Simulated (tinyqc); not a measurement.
## Short-channel transistor, virtual-source model with series resistance: effect of the temperature on the on and off currents

The current per gate width is the charge at the top of the source barrier (the virtual source) times its velocity times a saturation function; al and be are fitting constants of the model. Units: I in uA/um, Rs in ohm um, so I Rs = 1e-6 I Rs in volts; Q in uC/cm^2, so I = 1e-4 Q vx0 Fsat with vx0 in cm/s.

Intrinsic voltages Vg' = Vgs - I Rs, Vd' = Vds - 2 I Rs. n = n0 + nd Vd', VT = VT0 - dl Vd', Ff = 1/(1 + exp((Vg' - VT + al Vt/2)/(al Vt))), Q = Cinv n Vt ln(1 + exp((Vg' - VT + al Vt Ff)/(n Vt))), Vdsat = (vx0 L/mu)(1 - Ff) + Vt Ff, Fsat = u/(1 + u^be)^(1/be) with u = Vd'/Vdsat, and I = Q vx0 Fsat per width. I is solved self-consistently. Ion is I at Vgs = Vds = 1 V, Ioff at Vgs = 0, Vds = 1 V, and Rlin = Vds/I at Vgs = 1 V, Vds = 0.05 V. mu, vx0, VT0, dl and n0 are held fixed.

Inputs (values chosen for the exercise): inversion capacitance Cinv = 1.72 uF/cm^2; velocity at the virtual source vx0 = 1.97e7 cm/s; apparent mobility mu = 290 cm^2/(V s); channel length L = 16 nm; threshold at zero drain voltage VT0 = 0.336 V; drain-induced barrier lowering dl = 0.09 V/V; subthreshold factor n0 = 1.24; growth of n with drain voltage nd = 0 1/V; threshold shift (in units of Vt) from weak to strong inversion al = 3.5; sharpness of saturation be = 1.8; series resistance of each contact Rs = 120 ohm um.

Constants: q = 1.602176634e-19 C, kB = 1.380649e-23 J/K, Vt = kB T/q. Results are converted to the units shown.

Results:
```
T (K)  Ion (uA/um)  Ioff (nA/um)  log10(Ion/Ioff)  Rlin (ohm um)
200           1697         11.30            5.177          290.1
230           1697         55.35            4.487          290.1
260           1697         186.6            3.959          290.1
320           1697          1050            3.209          290.1
350           1698          1975            2.934          290.0
380           1699          3347            2.706          290.0
410           1700          5227            2.512          289.9
```

Estimate the missing row, T = 290 K.

Computed row:
```
T (K)  Ion (uA/um)  Ioff (nA/um)  log10(Ion/Ioff)  Rlin (ohm um)
290           1697         485.9            3.543          290.1
```

With this row back in the table: As T goes from 200 to 410 K, Ion stays near 1700 uA/um, Ioff rises from 11.3 to 5230 nA/um and Rlin stays near 290 ohm um. Ion changes by a factor of 1.00 and Ioff by 463. For T = 320 to 410 K the off current passes 1 uA/um, so the device is hardly off at Vgs = 0.

tinyqc, about 0.02 s, one thread, Intel Xeon 2.30GHz (shared host): `OMP_NUM_THREADS=1 python tinyqc.py 2380165 2380166 out.jsonl`
